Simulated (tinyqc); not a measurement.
Luttinger-Kohn k.p, four valence bands, step by step. One step of it, computed by the program tinyqc.

Task: Bloch Hamiltonian at k. P = c g1 k^2, Q = c g2 (kx^2 + ky^2 - 2 kz^2), R = c sqrt3 [-g2 (kx^2 - ky^2) + 2i g3 kx ky], S = 2 c sqrt3 g3 (kx - i ky) kz, c = hbar^2/2m = 3.809982 eV angstrom^2; rows [P+Q, -S, R, 0], [-S*, P-Q, 0, R], [R*, 0, P-Q, S], [0, R*, S*, P+Q]. The path ends lie at |k| = 0.07 1/angstrom.

Luttinger parameters chosen for this model; energies are counted downward from the top of the valence band:
```
parameter      value  unit
g1         18.720000
g2          7.310000
g3          7.900000
```

k point k (1/angstrom): -0.031000  0.035000  0.006000

Give: H(k) at k.

Result:

H(k) at k (eV):
```
               3/2           1/2           -1/2           -3/2
3/2          0.217  0.019+0.022i   0.013-0.113i          0.000
1/2   0.019-0.022i         0.100          0.000   0.013-0.113i
-1/2  0.013+0.113i         0.000          0.100  -0.019-0.022i
-3/2         0.000  0.013+0.113i  -0.019+0.022i          0.217
```
